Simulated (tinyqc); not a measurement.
Worked calculation: CIS on RHF in the sto-3g basis, for H4, spin multiplicity 1. One step of it, computed by the program tinyqc.

Question. CIS matrix, singlets. A(ia,jb) = (e_a - e_i) d_ij d_ab + 2 (ia|jb) - (ij|ab).

orbital energies (hartree): MO1 -0.621178, MO2 -0.428562, MO3 0.364834, MO4 0.863893

Two-electron integrals over orbitals (pq|rs), unique and non-zero (hartree):
```
(11|11) 0.481175    (21|21) 0.177262    (22|11) 0.446442    (22|22) 0.459193
(31|11) -0.066479   (31|22) 0.003509    (31|31) 0.107852    (32|21) 0.087357
(32|32) 0.118962    (33|11) 0.451428    (33|22) 0.450447    (33|31) -0.011857
(33|33) 0.470658    (41|21) 0.034402    (41|32) -0.062722   (41|41) 0.091292
(42|11) 0.073421    (42|22) 0.012355    (42|31) -0.100874   (42|33) 0.010605
(42|42) 0.107142    (43|21) -0.169521   (43|32) -0.088545   (43|41) -0.031891
(43|43) 0.181694    (44|11) 0.505378    (44|22) 0.472549    (44|31) -0.071318
(44|33) 0.486987    (44|42) 0.081880    (44|44) 0.560328
```

Give: CIS matrix A, singlet.

Answer.

CIS matrix A, singlet (hartree), lower triangle:
```
        1>3    1>4    2>3    2>4
1>3   0.750
1>4   0.000  1.162
2>3   0.000  0.044  0.581
2>4  -0.032  0.000  0.000  1.034
```
